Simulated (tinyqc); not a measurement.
Worked calculation: RHF in the 3-21g basis, for He, spin multiplicity 1. Computed by tinyqc, a small Python program that keeps every step (integrals from PySCF). Settings: charge = 0, multiplicity = 1, basis = 3-21g, energy threshold = 1e-08, iteration cap = 62, orthogonalisation = symmetric, start = Wolfsberg-Helmholz matrix, DIIS depth = 8, method = RHF. Command: `OMP_NUM_THREADS=1 python tinyqc.py 24604 24605 out.jsonl` (the two numbers bound the seeds that draw the settings). One thread of a shared host (Intel(R) Xeon(R) Processor @ 2.60GHz), about 0.04 s of CPU time with the checks. Later iterations appear only in the table of the cycle.

## One-electron integrals

Geometry (angstrom):

| atom | x | y | z |
|---|---|---|---|
| He | 0.000000 | 0.000000 | 0.000000 |

Basis 3-21g: exponents (1/bohr^2) and contraction coefficients of normalised primitives:

| element | l (shell) | exponent | coefficient |
|---|---|---|---|
| He | s (1) | 13.626700 | 0.175230 |
| He | s (1) | 1.999350 | 0.893482 |
| He | s (2) | 0.382993 | 1.000000 |

Overlap, kinetic and nuclear-attraction integrals over the contracted functions; the nuclear repulsion is the sum of Za Zb / Rab.

nuclear repulsion = 0 hartree

overlap S:
```
          1He 1s    1He 2s
1He 1s  1.000000  0.595216
1He 2s  0.595216  1.000000
```

kinetic energy T (hartree):
```
          1He 1s    1He 2s
1He 1s  3.916124  0.578949
1He 2s  0.578949  0.574489
```

nuclear attraction V (hartree):
```
           1He 1s     1He 2s
1He 1s  -5.489688  -2.235292
1He 2s  -2.235292  -1.975129
```

core Hamiltonian H = T + V (hartree):
```
           1He 1s     1He 2s
1He 1s  -1.573565  -1.656343
1He 2s  -1.656343  -1.400640
```

## Two-electron integrals

Functions are numbered as in S; the eight-fold symmetry (ij|kl) = (ji|kl) = (kl|ij) leaves the list below.

Two-electron integrals (ij|kl) in chemists' order, unique and non-zero (hartree):
```
(11|11) 1.803255   (21|11) 0.876507   (21|21) 0.452077   (22|11) 0.917008
(22|21) 0.514678   (22|22) 0.698314
```

## Orthogonalisation

S = U s U^T; symmetric (Loewdin) form X = U s^(-1/2) U^T, so that X^T S X = 1.

eigenvalues of S: 0.404784  1.595216

X:
```
           1He 1s     1He 2s
1He 1s   1.181761  -0.390007
1He 2s  -0.390007   1.181761
```

## Starting guess

The start is the generalised Wolfsberg-Helmholz matrix (K = 1.75) built on H; D = 2 C_occ C_occ^T.

D at the start:
```
          1He 1s    1He 2s
1He 1s  0.761416  0.618462
1He 2s  0.618462  0.502347
```

## Iteration 1: building the Fock matrix

J_ij = sum D_kl (ij|kl), K_ij = sum D_kl (ik|jl); F = H + J - 0.5 K; E = tr D H + tr D J / 2 - 0.25 tr D K + E_nn.

Coulomb J (hartree):
```
          1He 1s    1He 2s
1He 1s  2.917856  1.485119
1He 2s  1.485119  1.685638
```

exchange K (hartree):
```
          1He 1s    1He 2s
1He 1s  2.684299  1.772661
1He 2s  1.772661  1.331632
```

Fock matrix F (hartree):
```
           1He 1s     1He 2s
1He 1s   0.002142  -1.057555
1He 2s  -1.057555  -0.380817
```

total energy of this density = -2.72415044 hartree

## Iteration 1: diagonalisation and new density

Diagonalise F' = X^T F X, C = X C', fill 1 alpha and 1 beta electrons from the bottom; D = 2 C_occ C_occ^T. Each column has its largest component positive (the first on a tie).

F' = X^T F X (hartree):
```
           1          2
1   0.919909  -1.463267
2  -1.463267   0.443335
```

orbital energies (hartree): MO1 -0.800920, MO2 2.164164

coefficients C:
```
             MO1        MO2
1He 1s  0.468423   1.152928
1He 2s  0.647641  -1.062650
```

D after iteration 1:
```
          1He 1s    1He 2s
1He 1s  0.438839  0.606740
1He 2s  0.606740  0.838878
```

## Iteration 2: building the Fock matrix

As before.

Coulomb J (hartree):
```
          1He 1s    1He 2s
1He 1s  2.624220  1.364984
1He 2s  1.364984  1.612771
```

exchange K (hartree):
```
          1He 1s    1He 2s
1He 1s  2.234200  1.647076
1He 2s  1.647076  1.408741
```

Fock matrix F (hartree):
```
           1He 1s     1He 2s
1He 1s  -0.066444  -1.114897
1He 2s  -1.114897  -0.492239
```

total energy of this density = -2.83521850 hartree

## Iteration 2: DIIS over 2 matrices

error matrix X^T (FDS - SDF) X:
```
           1         2
1   0.000000  0.050737
2  -0.050737  0.000000
```

B (overlaps of the stored error matrices):
```
               1              2
1  1.2124592e+00  7.9008978e-02
2  7.9008978e-02  5.1485597e-03
```

Minimise |sum c_i e_i|^2 with sum c_i = 1: solve [B -1; -1 0][c; lambda] = [0; -1] with B_ij = tr e_i^T e_j, and take F = sum c_i F_i.

DIIS coefficients: -0.069707  1.069707

extrapolated F (hartree):
```
           1He 1s     1He 2s
1He 1s  -0.071225  -1.118894
1He 2s  -1.118894  -0.500006
```

## Iteration 2: diagonalisation and new density

As before.

F' = X^T F X (hartree):
```
           1          2
1   0.855861  -1.469513
2  -1.469513   0.322263
```

orbital energies (hartree): MO1 -0.904474, MO2 2.082598

coefficients C:
```
             MO1        MO2
1He 1s  0.457929   1.157137
1He 2s  0.657269  -1.056722
```

D after iteration 2:
```
          1He 1s    1He 2s
1He 1s  0.419397  0.601965
1He 2s  0.601965  0.864005
```

## Iteration 4 (converged): orbitals

converged F (hartree):
```
           1He 1s     1He 2s
1He 1s  -0.070800  -1.118001
1He 2s  -1.118001  -0.499361
```

As before.

F' = X^T F X (hartree):
```
           1          2
1   0.855731  -1.468624
2  -1.468624   0.322406
```

orbital energies (hartree): MO1 -0.903569, MO2 2.081705

coefficients C:
```
             MO1        MO2
1He 1s  0.457919   1.157140
1He 2s  0.657278  -1.056717
```

D after iteration 4:
```
          1He 1s    1He 2s
1He 1s  0.419380  0.601960
1He 2s  0.601960  0.864028
```

## Convergence

Stop when the energy changes by less than 1e-08 hartree and every element of the error matrix X^T (F D S - S D F) X is below 3e-05.

Course of the cycle:

| iteration | E (hartree) | change | largest element of the error matrix |
|---|---|---|---|
| 1 | -2.72415044 | - | 7.79e-01 |
| 2 | -2.83521850 | -1.11e-01 | 5.07e-02 |
| 3 | -2.83567987 | -4.61e-04 | 4.71e-05 |
| 4 | -2.83567987 | -3.11e-10 | 2.19e-05 |

PySCF RHF in the same basis = -2.83567987 hartree

Converged in 4 iterations.

## Populations

Mulliken: Z minus the diagonal of D S on the atom; Loewdin: the same with S^(1/2) D S^(1/2).

Charges (e):

| atom | Mulliken | Loewdin |
|---|---|---|
| 1He | 0.000000 | 0.000000 |
